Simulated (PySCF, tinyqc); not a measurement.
Inside a calculation. Method: coupled-perturbed Hartree-Fock on RHF in the sto-6g basis, for H4, spin multiplicity 1. The lowest restricted solution is unstable here: a spin-polarised one lies 0.0706 hartree lower (PySCF). The polarisability along this axis is zero because the basis has no function that the field can mix in; the real value is not. One step of it, computed by the program tinyqc.

Task: Iteration 2 (converged): orbitals. Diagonalise F' = X^T F X, C = X C', fill 2 alpha and 2 beta electrons from the bottom; D = 2 C_occ C_occ^T. Each column has its largest component positive (the first on a tie).

converged F (hartree), lower triangle:
```
           1H 1s      2H 1s      3H 1s      4H 1s
1H 1s  -0.251946
2H 1s  -0.268583  -0.251946
3H 1s  -0.455511  -0.222818  -0.251946
4H 1s  -0.222818  -0.455511  -0.268583  -0.251946
```

X, lower triangle:
```
           1H 1s      2H 1s      3H 1s     4H 1s
1H 1s   1.130960
2H 1s  -0.193069   1.130960
3H 1s  -0.240397   0.010434   1.130960
4H 1s   0.010434  -0.240397  -0.193069  1.130960
```

Give: F' = X^T F X; orbital energies; coefficients C; D after iteration 2.

Result:

F' = X^T F X (hartree), lower triangle:
```
         1        2        3        4
1  -0.0040
2  -0.1888  -0.0040
3  -0.4208   0.0128  -0.0040
4   0.0128  -0.4208  -0.1888  -0.0040
```

orbital energies (hartree): MO1 -0.6008, MO2 -0.2488, MO3 0.2152, MO4 0.6184

coefficients C:
```
          MO1      MO2      MO3      MO4
1H 1s  0.3540   0.5366   0.5839   0.7874
2H 1s  0.3540  -0.5366   0.5839  -0.7874
3H 1s  0.3540   0.5366  -0.5839  -0.7874
4H 1s  0.3540  -0.5366  -0.5839   0.7874
```

D after iteration 2, lower triangle:
```
         1H 1s    2H 1s    3H 1s   4H 1s
1H 1s   0.8265
2H 1s  -0.3253   0.8265
3H 1s   0.8265  -0.3253   0.8265
4H 1s  -0.3253   0.8265  -0.3253  0.8265
```
